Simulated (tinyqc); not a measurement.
Worked calculation: conductance of a narrow metal strip with scatterers (square lattice, Green functions). Values are carried at full precision from step to step, so a last printed digit may differ when a step is redone from the rounded ones.

A strip of W sites across with hard walls, site energy 0 and hopping -t. Mode n = 1 to W has profile chi_n(j) = sqrt(2/(W + 1)) sin(n j pi/(W + 1)) and energy en = -2t cos(n pi/(W + 1)); E = en - 2t cos(kn a). With z_n = exp(i kn a) (Im k > 0 for closed modes, |z| < 1) each lead gives the self-energy -t z_n in mode n. One column carries the site energies v, here one foreign atom. In the mode basis V_nm = sum_j chi_n(j) v_j chi_m(j), G = (E - en + 2 t z_n - V)^-1, and t_nm = 2t sqrt(sin(kn a) sin(km a)) G_nm in size for open modes. T = sum |t_nm|^2, conductance (2e^2/h) T.

Constants: e^2/h = 3.874045865e-05 S.

Inputs chosen for the exercise (hopping and spacing of the size met in Cu or Al; the lattice is a model; not measured data):
```
symbol  value            unit      meaning
t       0.93             eV        hopping
a       2.64             angstrom  spacing
W       5                          sites across
E       0.39             eV        Fermi energy
v       (0, 0, 0, 2, 0)  eV        site energies in the scattering column
```

## Modes at the Fermi energy

For each n: en, cos(kn a) = (en - E)/(2t), z_n and the velocity 2 t a sin(kn a) (zero if closed).

Modes:
```
n  en (eV)  cos(k a)                  z  dE/dk (eV angstrom)
1  -1.6108  -1.07570           -0.67930               0.0000
2  -0.9300  -0.70968  -0.70968+0.70453i               3.4595
3   0.0000  -0.20968  -0.20968+0.97777i               4.8012
4   0.9300   0.29032   0.29032+0.95693i               4.6989
5   1.6108   0.65635   0.65635+0.75446i               3.7047
```

4 of 5 modes are open, so the clean strip has a resistance of 3227 ohm, whatever its length.

## The scatterer in the mode basis

Form V_nm.

V (eV), rows n=1, n=2, n=3, n=4, n=5 and columns alike:
```
[[0.5000, -0.5000, 0, 0.5000, -0.5000],
 [-0.5000, 0.5000, 0, -0.5000, 0.5000],
 [0, 0, 0, 0, 0],
 [0.5000, -0.5000, 0, 0.5000, -0.5000],
 [-0.5000, 0.5000, 0, -0.5000, 0.5000]]
```

A single site couples every mode that has amplitude on it.

## Green function and transmission

E - en + 2 t z_n = 2t (z_n - cos(kn a)). Invert, form |t_nm|^2 = (2t)^2 Im(z_n) Im(z_m) |G_nm|^2 and sum. The added resistance is 1/(2 (e^2/h) T) less the same for the clean strip.

G (1/eV), rows n=1, n=2, n=3, n=4, n=5 and columns alike:
```
[[1.6156-0.8209i, 0.4619+0.1459i, 0.0000, -0.3400-0.1074i, 0.4313+0.1363i],
 [0.4619+0.1459i, -0.0821-0.5032i, 0.0000, 0.0604-0.1913i, -0.0767+0.2427i],
 [0.0000, 0.0000, -0.5499i, 0.0000, 0.0000],
 [-0.3400-0.1074i, 0.0604-0.1913i, 0.0000, -0.0445-0.4210i, 0.0564-0.1787i],
 [0.4313+0.1363i, -0.0767+0.2427i, 0.0000, 0.0564-0.1787i, -0.0716-0.4860i]]
```

|t_nm|^2, rows n=1, n=2, n=3, n=4, n=5 and columns alike:
```
[[0, 0, 0, 0, 0],
 [0, 0.4465, 0, 0.0939, 0.1191],
 [0, 0, 1.0000, 0, 0],
 [0, 0.0939, 0, 0.5677, 0.0877],
 [0, 0.1191, 0, 0.0877, 0.4752]]
```

T = 3.0908
added resistance = 949 ohm

Mode 2 passes least (0.659) and mode 3 most (1.000); 19.5 % of the transmitted flux changes mode.

## Checks

- Transmitted plus reflected flux against the number of open modes: both 4.00000.

(tinyqc, `OMP_NUM_THREADS=1 python tinyqc.py 1481872 1481873 out.jsonl`, Intel(R) Xeon(R) Processor @ 2.30GHz, 1 thread, shared host, about 0.01 s.)
